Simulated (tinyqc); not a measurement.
# Grain-boundary trapping model (Seto) of a polycrystalline semiconductor film, step by step

A worked calculation. Computed by tinyqc, a small Python program that keeps every step. Command: `OMP_NUM_THREADS=1 python tinyqc.py 3011836 3011837 out.jsonl poly walk`. One thread of a shared host (Intel(R) Xeon(R) Processor @ 2.30GHz), about 0.01 s of CPU time with the checks. Intermediate numbers are printed to about 7 digits and carried at full precision; extremes and crossings named in words are read from the listed rows.

Grains of equal size L are joined by thin boundaries with one trap level. Trapped carriers deplete a width W on each side and raise a barrier, crossed by thermionic emission. Dopants are fully ionised, statistics are non-degenerate and mu_g does not depend on T.

Inputs (values chosen for the exercise, modelled on polycrystalline silicon):
```
quantity                                     value        unit
permittivity eps                              11.7           -
effective mass m                               0.3         m_0
effective density of states at 300 K, N_c  2.8e+19      1/cm^3
grain size L                                   110          nm
trap density Q_t                           1.4e+12      1/cm^2
trap level E_t below the band edge            0.26          eV
doping N                                   1.1e+18      1/cm^3
mobility inside the grains mu_g                210  cm^2/(V s)
temperature T                                  300           K
```

Grain interior: resistance included.

Constants: e = 1.602176634e-19 C; eps_0 = 8.8541878128e-12 F/m; k_B = 8.617333262e-05 eV/K; m_0 = 9.1093837015e-31 kg; k_B = 1.380649e-23 J/K.

## Critical doping

If all traps fill, the grain is just depleted at N* = Q_t/L, with the barrier e Q_t L/(8 eps eps_0).

N* = 1.272727e+17 1/cm^3

barrier at N* with all traps filled = 0.2977190 V

The traps stay filled only while e V_B is below E_t - k_B T ln(N_c(T)/N*) = 0.121 eV. The barrier above exceeds that or lies within 2 k_B T of it, so band bending brings the traps close to or above E_F before all fill, and the real maximum is lower.

## Barrier

N_c(T) = N_c (T/300 K)^(3/2). Filled traps Q = Q_t/(1 + (1/2) exp((E_t* - E_F)/k_B T)), where E_t* = e V_B - E_t and E_F are counted from the band edge at the grain centre. Partial depletion: Q = 2 N W, V_B = e N W^2/(2 eps eps_0), E_F = k_B T ln(N/N_c); solve for W. If that W would exceed L/2 the grain is fully depleted: W = L/2, Q = N L, and E_F follows from the trap equation. Centre density n_0 = N_c exp(E_F/k_B T).

depletion width W = 6.350573 nm

barrier V_B = 0.03430555 V

E_F = -0.08368019 eV

centre density n_0 = 1.10e+18 1/cm^3

The grain is partly depleted; 99.8 % of the traps are filled, and they hold 11.5 % of the carriers. Caution: e V_B is below 2 k_B T, where the depletion approximation fails and the mean density does not balance the trapped charge.

## Resistivity and effective mobility

Boundary: sigma_b = L e^2 n_0 exp(-e V_B/k_B T)/sqrt(2 pi m k_B T); drift through the grain, depleted parts included: rho_g = [(1 - 2W/L) + (2W/L) int_0^1 exp(y^2 s^2) ds]/(e n_0 mu_g); rho = 1/sigma_b + rho_g. Mean carrier density n_av = n_0 [(1 - 2W/L) + (2W/L) (sqrt(pi)/2) erf(y)/y], y = sqrt(e V_B/k_B T); effective mobility 1/(e n_av rho).

boundary resistivity = 0.01023526 ohm cm

drift resistivity rho_g = 0.02917914 ohm cm

resistivity rho = 0.03941441 ohm cm

mean carrier density = 1.060609e+18 1/cm^3

effective mobility = 149.3067 cm^2/(V s)

A single crystal with the same N and mu_g would have 0.0270 ohm cm, a factor 1.46 lower.

## Activation energy

E_a = d ln(rho)/d(1/k_B T) from T - 5 K and T + 5 K; temperature coefficient d ln(rho)/dT.

activation energy E_a = 0.008170521 eV

temperature coefficient = -0.1053792 %/K

With a fixed barrier the boundary term gives E_a = e V_B - k_B T/2 = 0.0214 eV, the second term coming from the thermal velocity in the prefactor.

## Against the doping

The formulas are those given above.

The same film:
```
N (1/cm^3)    W (nm)    V_B (V)  mean density (1/cm^3)  mobility (cm^2/(V s))  rho (ohm cm)
3.80e+15    55.00000  0.0088890           2.335158e+13               184.6018  1.447896e+03
1.30e+16    55.00000  0.0304099           1.582854e+14               154.1177  2.558564e+02
3.20e+16    55.00000  0.0748551           1.869133e+15                70.9658  4.705439e+01
6.40e+16    50.24125  0.1249242           2.906246e+16                17.4466  1.230970e+01
1.00e+17    40.14068  0.1245992           5.642244e+16                15.7359  7.029839e+00
1.50e+17    32.37627  0.1215880           9.770601e+16                16.4728  3.877938e+00
2.50e+17    23.89601  0.1103918           1.878028e+17                23.1266  1.437062e+00
5.10e+17    13.47269  0.0715854           4.503672e+17                73.0746  1.896515e-01
1.30e+18     5.37697  0.0290646           1.264927e+18               158.4042  3.114997e-02
5.10e+18     1.37233  0.0074274           5.088796e+18               185.1776  6.623480e-03
```

The barrier peaks among these rows at N = 6.4e16 (0.125 V) and the mobility has its minimum at 1.0e17; N* is 1.3e17. While the grain is fully depleted (W = L/2) V_B grows as N; once all traps are filled it falls as 1/N (last exponent -1.00). From 6.4e16 to 1.5e17 it is pinned, because the trap level has met E_F and the traps fill only in part. Partly depleted rows (W < L/2) with e V_B below 2 k_B T stretch the depletion approximation. Where N approaches N_c the non-degenerate statistics fail. rho drops most steeply, as N^-2.8, between 2.5e17 and 5.1e17.

Checks made by the program: charge in the traps against the depleted charge (relative difference below 1e-10).
